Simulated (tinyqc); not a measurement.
Four-point probe, van der Pauw, Hall and spreading-resistance readings of a semiconductor layer: one step, computed by the program tinyqc. Command: `OMP_NUM_THREADS=1 python tinyqc.py 3110001 3110002 out.jsonl probe walk`. One thread of a shared host (Intel(R) Xeon(R) Processor @ 2.30GHz), about 0.01 s of CPU time with the checks.

The layer is uniform and ohmic; contacts are points unless a radius is given.

Question. Four-point voltage. Collinear probes with equal spacing on a layer with insulating backing: images at depth 2 m t give V = (rho I/(2 pi s)) G, G = 1 + 4 sum_(m>=1) [1/sqrt(1 + (2 m u)^2) - 1/sqrt(4 + (2 m u)^2)], u = t/s; the sum runs to m = 20000, with the tail 3/(32 u^3 M^2) added to the sum for M = 20000. Limits: thick, rho = 2 pi s V/I; thin on an insulator, rho = (pi/ln 2) t V/I.

Inputs (values chosen for the exercise, modelled on p-type silicon): layer thickness t = 98 micrometre; probe spacing s = 0.5 mm; current I = 0.03 mA.

Backing of the layer: insulating.

resistivity rho = 40.55034 ohm cm

Give: t/s; G; voltage V; rho by the thick formula; rho by the thin formula.

Answer.

t/s = 0.196

G = 7.073

voltage V = 27.39 mV

rho by the thick formula = 286.8 ohm cm

rho by the thin formula = 40.55 ohm cm

The thick formula is off by +607.3 % and the thin one by 0.0 %.
